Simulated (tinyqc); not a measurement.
Five-frequency model of solute diffusion by vacancies in an fcc metal: one step, computed by the program tinyqc.

A vacancy next to the solute exchanges with it (w2), jumps to one of 4 sites that also neighbour the solute (w1) or to one of 7 that do not (w3); w4 is the reverse of w3 and w0 the host jump.

Problem. Diffusivities. c_v = exp(S_f - E_f/(k_B T)); host D0 = a^2 c_v w0 x 0.7815; solute D2 = a^2 c_v exp(E_b/(k_B T)) w2 f2; 1 angstrom^2 = 1e-16 cm^2.

Inputs (values chosen for the exercise, for a model solute in a host close to silver): binding energy E_b (positive for attraction) = 0.086 eV; vacancy formation energy E_f = 1.1 eV; formation entropy S_f = 1.8 k_B; lattice constant a = 4.09 angstrom; temperature T = 553 K.

rates (1/s): w0 4221658, w1 1.231042e+07, w2 2605386, w3 1224011, w4 7439575

correlation factor f2 = 0.8524789

Constants: k_B = 8.617333262e-05 eV/K.

Give: vacancy fraction c_v; host diffusivity D0; solute diffusivity D2; ratio D2/D0.

Solution.

vacancy fraction c_v = 5.713e-10

host diffusivity D0 = 3.153e-18 cm^2/s

solute diffusivity D2 = 1.290e-17 cm^2/s

ratio D2/D0 = 4.092

The ratio splits into binding 6.08, exchange rate 0.617 and correlation 1.09.
